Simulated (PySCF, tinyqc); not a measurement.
CCSD on RHF in the sto-6g basis, for H3-, spin multiplicity 1, step by step. The basis has no diffuse functions, so it cannot describe the extra electron: this is an exercise in the method, not the real anion. The lowest restricted solution is unstable here: a spin-polarised one lies 0.0802 hartree lower (PySCF). Computed by tinyqc, a small Python program that keeps every step (integrals from PySCF). Settings: charge = -1, multiplicity = 1, basis = sto-6g, method = RHF, energy threshold = 1e-10, iteration cap = 68, orthogonalisation = symmetric, start = Wolfsberg-Helmholz matrix, DIIS depth = 6, amplitude equations = CCSD, DIIS depth for amplitudes = 4, cap on updates = 83. Command: `OMP_NUM_THREADS=1 python tinyqc.py 21607 21608 out.jsonl` (the two numbers bound the seeds that draw the settings). One thread of a shared host (Intel(R) Xeon(R) Processor @ 2.60GHz), about 0.2 s of CPU time with the checks. The early iterations of the SCF are left out here.

## One-electron integrals

Geometry (angstrom):
```
atom         x         y         z
H     0.000000  0.000000  0.000000
H     0.000000  0.000000  0.788000
H     0.000000  0.751000  0.394000
```

Basis sto-6g: exponents (1/bohr^2) and contraction coefficients of normalised primitives:
```
element  l (shell)   exponent  coefficient
H            s (1)  35.523221     0.009164
H            s (1)   6.513144     0.049361
H            s (1)   1.822143     0.168538
H            s (1)   0.625955     0.370563
H            s (1)   0.243077     0.416492
H            s (1)   0.100112     0.130334
```

Overlap, kinetic and nuclear-attraction integrals over the contracted functions; the nuclear repulsion is the sum of Za Zb / Rab.

nuclear repulsion = 1.91948874 hartree

overlap S:
```
          1H 1s     2H 1s     3H 1s
1H 1s  1.000000  0.628478  0.589904
2H 1s  0.628478  1.000000  0.589904
3H 1s  0.589904  0.589904  1.000000
```

kinetic energy T (hartree):
```
          1H 1s     2H 1s     3H 1s
1H 1s  0.768522  0.207421  0.176092
2H 1s  0.207421  0.768522  0.176092
3H 1s  0.176092  0.176092  0.768522
```

nuclear attraction V (hartree):
```
           1H 1s      2H 1s      3H 1s
1H 1s  -2.452461  -1.503685  -1.395832
2H 1s  -1.503685  -2.452461  -1.395832
3H 1s  -1.395832  -1.395832  -2.417465
```

core Hamiltonian H = T + V (hartree):
```
           1H 1s      2H 1s      3H 1s
1H 1s  -1.683938  -1.296264  -1.219740
2H 1s  -1.296264  -1.683938  -1.219740
3H 1s  -1.219740  -1.219740  -1.648943
```

## Two-electron integrals

Functions are numbered as in S; the eight-fold symmetry (ij|kl) = (ji|kl) = (kl|ij) leaves the list below.

Two-electron integrals (ij|kl) in chemists' order, unique and non-zero (hartree):
```
(11|11) 0.774999   (21|11) 0.417421   (21|21) 0.266585   (22|11) 0.552075
(22|21) 0.417421   (22|22) 0.774999   (31|11) 0.384841   (31|21) 0.228477
(31|22) 0.329933   (31|31) 0.231365   (32|11) 0.329933   (32|21) 0.228477
(32|22) 0.384841   (32|31) 0.215257   (32|32) 0.231365   (33|11) 0.530158
(33|21) 0.342773   (33|22) 0.530158   (33|31) 0.384841   (33|32) 0.384841
(33|33) 0.774999
```

## Orthogonalisation

S = U s U^T; symmetric (Loewdin) form X = U s^(-1/2) U^T, so that X^T S X = 1.

eigenvalues of S: 0.371522  0.422768  2.205709

X:
```
           1H 1s      2H 1s      3H 1s
1H 1s   1.296938  -0.343680  -0.286077
2H 1s  -0.343680   1.296938  -0.286077
3H 1s  -0.286077  -0.286077   1.258042
```

## Iteration 2 (converged): orbitals

converged F (hartree):
```
           1H 1s      2H 1s      3H 1s
1H 1s   0.043276  -0.344314  -0.214787
2H 1s  -0.344314   0.043276  -0.214787
3H 1s  -0.214787  -0.214787   0.123948
```

Diagonalise F' = X^T F X, C = X C', fill 2 alpha and 2 beta electrons from the bottom; D = 2 C_occ C_occ^T. Each column has its largest component positive (the first on a tie).

F' = X^T F X (hartree):
```
           1          2          3
1   0.512138  -0.531110  -0.255251
2  -0.531110   0.512138  -0.255251
3  -0.255251  -0.255251   0.456099
```

orbital energies (hartree): MO1 -0.213558, MO2 0.650685, MO3 1.043248

coefficients C:
```
            MO1        MO2        MO3
1H 1s  0.457596  -0.571661   1.160093
2H 1s  0.457596  -0.571661  -1.160093
3H 1s  0.240815   1.299368   0.000000
```

D after iteration 2:
```
           1H 1s      2H 1s      3H 1s
1H 1s   1.072381   1.072381  -1.265204
2H 1s   1.072381   1.072381  -1.265204
3H 1s  -1.265204  -1.265204   3.492698
```

## Convergence

Stop when the energy changes by less than 1e-10 hartree and every element of the error matrix X^T (F D S - S D F) X is below 3e-06.

Course of the cycle:
```
iteration  E (hartree)     change  largest element of the error matrix
1          -0.63248674          -                             9.42e-16
2          -0.63248674  -1.33e-15                             3.27e-16
```

PySCF RHF in the same basis = -0.63248674 hartree

Converged in 2 iterations.

## Integrals over molecular orbitals

(pq|rs) = sum C_ip C_jq C_kr C_ls (ij|kl), one index at a time.

one-electron integrals over orbitals h = C^T H C (hartree):
```
           1          2          3
1  -1.881342  -0.071435   0.000000
2  -0.071435  -1.107761   0.000000
3   0.000000   0.000000  -1.043476
```

Two-electron integrals over orbitals (pq|rs), unique and non-zero (hartree):
```
(11|11) 0.633910    (21|11) -0.032204   (21|21) 0.119543    (22|11) 0.576708
(22|21) 0.103640    (22|22) 0.724573    (31|31) 0.160729    (32|31) -0.075865
(32|32) 0.049729    (33|11) 0.629646    (33|21) -0.084083   (33|22) 0.518945
(33|33) 0.690282
```

## CCSD: starting amplitudes

t_ij^ab = <ij||ab> / (e_i + e_j - e_a - e_b), whose energy is MP2.

Starting amplitudes (spin orbitals 1a, 1b, ...; amplitudes related by a flip of all spins are not repeated):
```
from      to          t
1a 1b  3a 3b  -0.063944
2a 2b  3a 3b  -0.063339
1a 2b  3a 3b   0.045996
```

correlation energy = -0.02040639 hartree

## CCSD: amplitude update 1

t_i^a D_i^a and t_ij^ab D_ij^ab are set to the remaining terms of the spin-orbital equations, evaluated with the old amplitudes; for the doubles these are <ij||ab> + 1/2 <ab||ef> t_ij^ef + 1/2 <mn||ij> t_mn^ab + P(ij)P(ab) <mb||ej> t_im^ae + terms in t^2 + terms with t1, D the orbital-energy denominators.

Amplitudes after update 1 (spin orbitals 1a, 1b, ...; amplitudes related by a flip of all spins are not repeated):
```
from      to          t
2a 2b  3a 3b  -0.120211
1a 1b  3a 3b  -0.084818
1a 2b  3a 3b   0.074808
```

correlation energy = -0.03096131 hartree

## CCSD: amplitude update 2

As before.

Amplitudes after update 2 (spin orbitals 1a, 1b, ...; amplitudes related by a flip of all spins are not repeated):
```
from      to          t
2a 2b  3a 3b  -0.168990
1a 2b  3a 3b   0.093721
1a 1b  3a 3b  -0.090215
```

correlation energy = -0.03712411 hartree

## CCSD: convergence

E_corr = 1/4 sum <ij||ab> t_ij^ab + 1/2 sum <ij||ab> t_i^a t_j^b; stop when the norm of the change is below 1e-8.

Course of the amplitude iterations:
```
update  correlation energy (hartree)  norm of the change
0                        -0.02040639                   -
1                        -0.03096131            1.46e-01
2                        -0.03712411            1.12e-01
3                        -0.05344973            8.89e-02
4                        -0.05254459            1.74e-02
5                        -0.05307284            6.02e-03
6                        -0.05347278            2.65e-03
7                        -0.05348546            8.72e-05
8                        -0.05348546            3.78e-08
9                        -0.05348546            3.32e-11
```

Converged amplitudes (spin orbitals 1a, 1b, ...; amplitudes related by a flip of all spins are not repeated):
```
from      to          t
2a 2b  3a 3b  -0.357322
1a 2b  3a 3b   0.150306
1a 1b  3a 3b  -0.080323
```

CCSD total energy = -0.68597220 hartree

T1 diagnostic, norm of the one-spin t1 over sqrt(correlated electrons) = 0.000000

Converged in 9 updates, with DIIS from the third.
